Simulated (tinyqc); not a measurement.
# Doping and barrier from two capacitances

Question. A Schottky diode on a uniformly doped n-type layer obeys (A/C)^2 = 2 (Vbi - V - Vt)/(q eps0 eps_r Nd) in reverse bias, with phiB = Vbi + Vt ln(Nc/Nd) and image force ignored. Find Nd, Vbi and phiB.

Parameters, values chosen for the exercise; band and dielectric values those of a made-up semiconductor:
```
symbol    value   unit                                 meaning
T           325      K                             temperature
eps_r      12.4                          relative permittivity
Nc      2.24e19  cm^-3  conduction-band density of states at T
A       0.00011   cm^2                              diode area
```

Constants: q = 1.602176634e-19 C, kB = 1.380649e-23 J/K, Vt = kB T/q, eps0 = 8.8541878128e-14 F/cm where lengths are in cm. Results are converted to the units shown.

C at V = -1 and -5.6 V (pF): [1.4248479, 0.81065408]

Solution. The slope of (A/C)^2 against -V gives Nd, the intercept Vbi - Vt, and the Fermi-level depth Vt ln(Nc/Nd) is added for the barrier.

Nd = 4.200e15 cm^-3
Vbi = 1.230 V
phiB = 1.470 eV

Program tinyqc, `OMP_NUM_THREADS=1 python tinyqc.py 2020144 2020145 out.jsonl`; Intel Xeon 2.30GHz, shared host, one thread, about 0.06 s.
